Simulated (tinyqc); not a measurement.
Quantum-confined Stark effect in a modulator well, step by step. Values are carried at full precision from step to step, so a last printed digit may differ when a step is redone from the rounded ones.

Constants: hbar^2/2m0 = 3.80998211 eV angstrom^2; e^2/(4 pi eps0) = 14.39964547 eV angstrom; hc = 1239.841984 eV nm.

Values chosen for the exercise (near those of a Ge well in SiGe, direct gap; the results hold for these values, not for the real material): L = 96 angstrom (well width); me = 0.041 m0 (electron, well); mh = 0.216 m0 (heavy hole along z, well); F = 49 kV/cm (field); Vc = 0.408 eV (conduction offset); Vv = 0.113 eV (heavy-hole offset); meb = 0.0559 m0 (electron, barrier); mhb = 0.238 m0 (heavy hole, barrier); Eg = 0.832 eV (gap of the well); mp = 0.07 m0 (heavy hole in the plane); eps = 15.5 (dielectric constant); dE = 8 meV (operating point below the zero-field line); G = 4 meV (half width of the exciton line).

## Estimate for hard walls

Second order: each level moves by -C m (e F)^2 L^4/(2c), C = (15/pi^2 - 1)/(24 pi^2), c = hbar^2/2m0, 1 kV/cm = 1e-5 eV/angstrom. It holds while e F L is no more than about twice 3 c pi^2/(m L^2).

Estimate:

| carrier | shift (meV) | e F L over the level spacing |
|---|---|---|
| electron | -0.24 | 0.16 |
| heavy hole | -1.27 | 0.83 |

The hole, 5.3 times heavier, carries 84 % of the estimated shift; for hard walls second order errs by about 2 % at a ratio of 1 and 13 % at 3.

## Levels and envelopes

Envelopes on cells of 0.5 angstrom over the well |z| < L/2 and 45 angstrom of barrier on each side, psi = 0 beyond, psi'/m continuous (mean mass between points), c = hbar^2/2m0. The electron sees + e F z and the hole - e F z, each with its offset in the barriers; 1 kV/cm = 1e-5 eV/angstrom. Light holes, band mixing and escape by tunnelling are left out.

Ground levels, squared overlap and separation <z>_h - <z>_e without and with the field.

Results:

| F (kV/cm) | E_e (meV) | E_h (meV) | overlap^2 | separation (angstrom) |
|---|---|---|---|---|
| 0 | 53.11 | 11.59 | 0.997 | 0.0 |
| 49 | 52.22 | 8.12 | 0.863 | 17.2 |

The electron level moves by -0.89 meV (3.7 times the hard-wall estimate, since it leaks into the barriers and sees a wider well) and the hole level by -3.46 meV (2.73 times).

## Exciton

Exciton: in-plane function exp(-rho/lam), 1/mu = 1/me + 1/mp, E(lam) = c/(mu lam^2) - (q/eps) times the integral over k of Fm(k)(1 + (k lam/2)^2)^(-3/2), Fm(k) the double integral of psi_e^2 psi_h^2 exp(-k |z - z'|), q = e^2/(4 pi eps0); binding Eb = -E at the minimum. Line at Eg + E_e + E_h - Eb, strength proportional to overlap^2/lam^2.

Minimise over lam without and with the field.

Results:

| F (kV/cm) | lam (angstrom) | Eb (meV) | line (eV) | nm | overlap^2/lam^2 (1e-4/angstrom^2) |
|---|---|---|---|---|---|
| 0 | 222.1 | 4.01 | 0.8927 | 1388.9 | 0.2021 |
| 49 | 227.3 | 3.90 | 0.8884 | 1395.5 | 0.1671 |

The weaker binding gives back 0.11 meV of the red shift, leaving 4.2 meV; the strength falls to 83 %.

## Contrast at the operating point

With a Gaussian line of half width G, the absorption at E_op = line(0) - dE is proportional to strength x exp(-ln2 ((E_op - line)/G)^2); continuum absorption is left out. Give it at both fields, relative to the zero-field peak.

E_op = 0.8847 eV
wavelength = 1401.4 nm

absorption without and with the field: 0.062  0.45

The field changes the absorption by +0.39 of the zero-field peak. The zero-field tail still absorbs here, since dE is no more than 2G, which costs insertion loss.

## Checks

- Zero-field levels against the matching condition of the square well, meV: largest difference 6.9e-02.
- Slope d(E_e + E_h)/dF against minus the separation (Hellmann-Feynman), angstrom: both -17.2.

tinyqc: `OMP_NUM_THREADS=1 python tinyqc.py 1252735 1252736 out.jsonl`; about 0.2 s, one thread, shared Intel(R) Xeon(R) Processor @ 2.30GHz.
